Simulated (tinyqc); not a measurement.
Rise against time: self-heating of a transistor with one or more fingers, with temperature-dependent conductivity. Computed by tinyqc, a small Python program. Command: `OMP_NUM_THREADS=1 python tinyqc.py 3020558 3020559 out.jsonl selfheat walk`. One thread of a shared host (Intel(R) Xeon(R) Processor @ 2.30GHz), about 0.08 s of CPU time with the checks.

N long parallel fingers lie on the top face of a slab whose bottom is held at T_0; the top is otherwise insulated, and heat flows in two dimensions. P in W/mm is 1000 P in W/m.

Inputs (values chosen for the exercise, modelled on silicon carbide):
```
quantity                                      value           unit
conductivity at the base temperature kappa_0    343        W/(m K)
power per gate width P                          2.3           W/mm
fingers N                                         4              -
finger pitch s                                   11     micrometre
width of the heat source w                     0.17     micrometre
substrate thickness t                           140     micrometre
phonon free path Lambda                         120             nm
heat capacity C                                2.16  1e6 J/(m^3 K)
pulse length                                     67    microsecond
```

Power: power rises with temperature.

Method:
- A line source of power P on the top face raises the top at distance x by (P/(pi kappa_0)) g(x), g(x) = -ln tanh(pi x/(4 t)) (the image sum for the slab). On a strip of width w the centre sees the mean of g over the strip, g_0 = 1 + ln(8 t/(pi w)) for w much below t.
- theta_i = (P/(pi kappa_0)) [g_0 + sum over j != i of g(|i - j| s)], with equal powers and constant conductivity; thermal resistance = largest theta/P.
- After switching on, theta(tau) = (P D/kappa_0) int_0^tau X(u) Z(u) du at the hottest finger, D = kappa_0/C; X = sum over fingers at distance x of [erf((x + w/2)/r) - erf((x - w/2)/r)]/(2 w), Z = sum_(j=-200..200) (-1)^j exp(-(2 j t/r)^2)/sqrt(pi D u), r = 2 sqrt(D u); trapezoid rule on 300 points evenly spaced in ln u from u_0 = 1e-3 min(tau, w^2/D) to tau, plus the exact piece 2 sqrt(u_0/(pi D))/w below u_0. Conductivity and power are held at their base values here, and Fourier's law is used even where the diffusion length is near a phonon free path.

diffusivity D = 158.796 micrometre^2/microsecond

theta of each finger (K): 32.5078  34.8313  34.8313  32.5078

largest theta = 34.8313 K

Heating curve:
```
time (microsecond)  sqrt(D time) (micrometre)  rise (K)  share of the steady rise
1.20e-04                              0.13804    4.0662                    0.1167
0.0012                                0.43653    6.4936                    0.1864
0.012                                  1.3804     8.948                    0.2569
0.12                                   4.3653    11.593                    0.3328
1.2                                    13.804    17.337                    0.4977
6.2                                    31.377     23.63                    0.6784
25                                     63.007    29.428                    0.8449
74                                     108.40    33.376                    0.9582
190                                    173.70    34.731                    0.9971
```

What does the comparison show, and why?

Half the steady rise is reached between 1.2 and 6.2 microseconds, and the last row holds 99.7 % of it; the slowest time constant is 4 t^2/(pi^2 D) = 50.0 microseconds. While the diffusion length lies between w and the pitch or thickness, the rise grows as the logarithm of time; once it nears the pitch of 11 micrometre the neighbours add their heat. Caution: the source is narrower than two phonon free paths, so the Fourier result understates the rise at the source.

Extremes, crossings and ranges named in words are read from the listed rows.
